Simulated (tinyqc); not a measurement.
Energy and delay of logic against supply voltage: two steps of the calculation.

One expression serves below and above threshold: I(Vg) = Ik [ln(1 + exp((Vg - VT + dd V)/(al nf Vt)))]^al, with I_on = I(V) and I_off = I(0). Gate delay td = kd C V/I_on, clock period LD td. Per gate and cycle the switching energy is act C V^2 and the leakage energy I_off V LD td. No short-circuit current, no variation. Minima are sought above 0.09 V; below a few Vt gates no longer switch and the model has no meaning.

Inputs (values chosen for the exercise); values of the order met in logic technologies: temperature T = 330 K; threshold voltage at zero drain bias VT = 0.18 V; slope factor nf = 1.31; barrier lowering per volt of supply dd = 0.08; specific current of a gate Ik = 0.39 uA; exponent of the current law al = 1.89; load capacitance of a gate C = 0.31 fF; delay factor kd = 0.8; logic depth LD = 40; activity factor act = 0.1; supply voltage V = 0.59 V.

Constants: q = 1.602176634e-19 C, kB = 1.380649e-23 J/K, Vt = kB T/q. Results are converted to the units shown.

Problem 1. Currents, delay and energies. I_on, I_off, td, clock frequency 1/(LD td), both energies and their sum.

Wanted: I_on; I_off; td; clock frequency; switching energy; leakage energy; energy.

Solution 1.

I_on = 13.392 uA
I_off = 9.6437 nA
td = 10.926 ps
clock frequency = 2.2882 GHz
switching energy = 10.791 aJ
leakage energy = 2.4866 aJ
energy = 13.278 aJ

I_on/I_off = 1390; leakage makes up 18.7 % of the energy.

Problem 2. New V. Minimum-energy supply: E(V) is the energy per gate and cycle; with h = 0.001 V, E' = (E(V + h) - E(V - h))/(2 h), E'' = (E(V - h) - 2 E(V) + E(V + h))/h^2, V(new) = V - E'/E''.

V after iteration 1 = 0.25096843 V

Find: E'; E''; V after iteration 2.

Solution 2.

E' = -1.0310 aJ/V
E'' = 263.74 aJ/V^2
V after iteration 2 = 0.25488 V

Computed by the program tinyqc: `OMP_NUM_THREADS=1 python tinyqc.py 2082204 2082205 out.jsonl`, one thread of a shared Intel Xeon 2.30GHz, about 0.01 s for the whole run.
